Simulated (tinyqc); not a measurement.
Three surfaces against bond counting: Gupta-type many-body potential for a metal. Computed by tinyqc, a small Python program. Command: `OMP_NUM_THREADS=1 python tinyqc.py 3011728 3011729 out.jsonl gupta walk`. One thread of a shared host (Intel(R) Xeon(R) Processor @ 2.30GHz), about 0.01 s of CPU time with the checks.

E_i = sum_j A exp(-p (r_ij/r0 - 1)) - xi rho_i^gamma, with rho_i = sum_j exp(-2 q (r_ij/r0 - 1)); gamma = 1/2 is the tight-binding second-moment form. The crystal is fcc unless stated; d is the neighbour distance and a fixed number of shells is kept.

Inputs (values chosen for the exercise, modelled on nickel):
```
quantity                   value      unit
repulsion A               0.0362        eV
hopping xi                   1.1        eV
decay p                       17         -
decay q                     1.19         -
reference distance r0      2.491  angstrom
shells kept                    3         -
embedding exponent gamma     0.5         -
```

Constants: 1 eV/angstrom^3 = 160.2176634 GPa; 1 eV/angstrom^2 = 16.02176634 J/m^2.

Method:
- fcc shells: d sqrt(k), k = 1..5, with 12, 6, 24, 12, 24 atoms; Omega = d^3/sqrt2.
- Equilibrium: dE/dd = 0; B = d^2 E''(d)/(9 Omega).
- Cut the crystal without relaxation; an atom in layer l keeps the neighbours that lie below the surface plane. Excess = E_i + E_c. Surface energy = sum of excesses over the layers, divided by the area per surface atom: (sqrt3/2) d^2 for (111), d^2 for (100), sqrt2 d^2 for (110).
- Bond counting with pair bonds charges E_c/12 for each missing nearest neighbour: 3, 4 and 6 per surface cell.

neighbour distance d = 2.50348 angstrom

cohesive energy E_c = 4.29057 eV

Surfaces:
```
face   missing bonds  excess (eV)  bond counting (eV)    ratio  surface energy (J/m^2)
(111)              3       0.7572              1.0726  0.70593                  2.2352
(100)              4       0.9162              1.4302  0.64061                  2.3421
(110)              6       1.3363              2.1453  0.62290                  2.4155
```

The order of surface energies is (111) < (100) < (110), with (110)/(111) = 1.081 against 1.225 from counting first-neighbour bonds. The excess is 0.62 to 0.71 of the bond-counting value: atoms with fewer neighbours have stronger bonds. Further shells enter the excess but not the count. Caution: relaxation, left out here, lowers surface energies. Caution: fitted second-moment potentials usually give surface energies well below measured ones.
